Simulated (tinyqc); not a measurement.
MOSFET in the linear regime without short-channel effects, parameter extraction from computed curves: one step of the calculation.

Inversion charge Q = Cox n Vt W0(exp((Vg - VT)/(n Vt))), W0 the Lambert function and n = nf; u = Q/Cox; mobility mu = mu0/(1 + th1 u + th2 u^2); channel resistance Rch = (L - dL)/(W mu Q); Id = Vd/(Rch + Rsd/W). Cox = eps0 eox/tox. Small Vd, no channel-length or drain effects.

Problem. Transfer curve. u, mu, Rch and Id as defined.

Values chosen for this exercise; channel values of the order met in silicon transistors:
- T = 300 K (temperature)
- eox = 3.9 (relative permittivity of the gate insulator (close to silicon dioxide))
- tox = 2.4 nm (insulator thickness)
- mu0 = 310 cm^2/(V s) (low-field mobility)
- th1 = 0.57 1/V (first mobility attenuation factor)
- th2 = 0 1/V^2 (second mobility attenuation factor)
- VT = 0.41 V (threshold voltage)
- nf = 1.44 (body factor)
- W = 0.5 um (gate width)
- L = 0.12 um (drawn gate length)
- dL = 0.007 um (drawn less effective length)
- Rsd = 230 ohm um (source plus drain resistance)
- Vd = 0.02 V (drain voltage)

Constants: q = 1.602176634e-19 C, kB = 1.380649e-23 J/K, Vt = kB T/q, eps0 = 8.8541878128e-14 F/cm where lengths are in cm. Results are converted to the units shown.

| point | Vg (V) |
|---|---|
| 0 | 0.11 |
| 1 | 0.26 |
| 2 | 0.41 |
| 3 | 0.56 |
| 4 | 0.71 |
| 5 | 0.86 |
| 6 | 1.01 |
| 7 | 1.16 |
| 8 | 1.31 |
| 9 | 1.46 |
| 10 | 1.61 |
| 11 | 1.76 |

Wanted: u; mu; Rch; Id.

Solution.

| point | u (V) | mu (cm^2/(V s)) | Rch (ohm) | Id (uA) |
|---|---|---|---|---|
| 0 | 1.1773e-5 | 310.00 | 4.3040e7 | 4.6468e-4 |
| 1 | 6.5064e-4 | 309.89 | 7.7904e5 | 0.025657 |
| 2 | 0.021113 | 306.31 | 24288 | 0.80815 |
| 3 | 0.10975 | 291.75 | 4905.6 | 3.7275 |
| 4 | 0.23190 | 273.81 | 2473.8 | 6.8172 |
| 5 | 0.36501 | 256.61 | 1677.0 | 9.3591 |
| 6 | 0.50307 | 240.92 | 1296.0 | 11.389 |
| 7 | 0.64389 | 226.77 | 1075.7 | 13.023 |
| 8 | 0.78644 | 214.05 | 933.10 | 14.356 |
| 9 | 0.93019 | 202.59 | 833.53 | 15.462 |
| 10 | 1.0748 | 192.23 | 760.24 | 16.390 |
| 11 | 1.2201 | 182.84 | 704.11 | 17.181 |

tinyqc, about 0.01 s, one thread, Intel Xeon 2.30GHz (shared host): `OMP_NUM_THREADS=1 python tinyqc.py 2210062 2210063 out.jsonl`
